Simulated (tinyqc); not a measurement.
What each integral does: Slater-Koster d bands of an fcc metal.

Inputs chosen for the exercise (out of a larger set: of the size met in Ni; not measured data): dds = -0.427 eV (dd sigma); ddp = 0.26 eV (dd pi); ddd = -0.064 eV (dd delta).

Levels at Gamma, E(t2g) = 3 dds + 4 ddp + 5 ddd, E(eg) = 1.5 dds + 6 ddp + 4.5 ddd, and W = sqrt(12 mu2), the width of a rectangular band with the same second moment mu2 = z (dds^2 + 2 ddp^2 + 2 ddd^2)/5, z = 12.

Results for these values:
```
case  t2g (eV)  eg (eV)  W (eV)
base   -0.5610   0.6315  3.0628
```

What happens to each result for ddp = 0.299 eV, all else kept?

Answer: t2g rises from -0.5610 to -0.4050; eg rises from 0.6315 to 0.8655; W rises from 3.0628 to 3.2614.

The same for each parameter in turn:
```
case              t2g (eV)  eg (eV)  W (eV)
base               -0.5610   0.6315  3.0628
dds = -0.491 eV    -0.7530   0.5355  3.3276
ddp = 0.299 eV     -0.4050   0.8655  3.2614
ddd = -0.0736 eV   -0.6090   0.5883  3.0752
```

The ratio of the shifts of t2g and eg names the integral: 3 : 1.5 for dds, 4 : 6 for ddp, 5 : 4.5 for ddd.

(tinyqc, `OMP_NUM_THREADS=1 python tinyqc.py 1481538 1481539 out.jsonl`, Intel(R) Xeon(R) Processor @ 2.30GHz, 1 thread, shared host, about 0.03 s.)
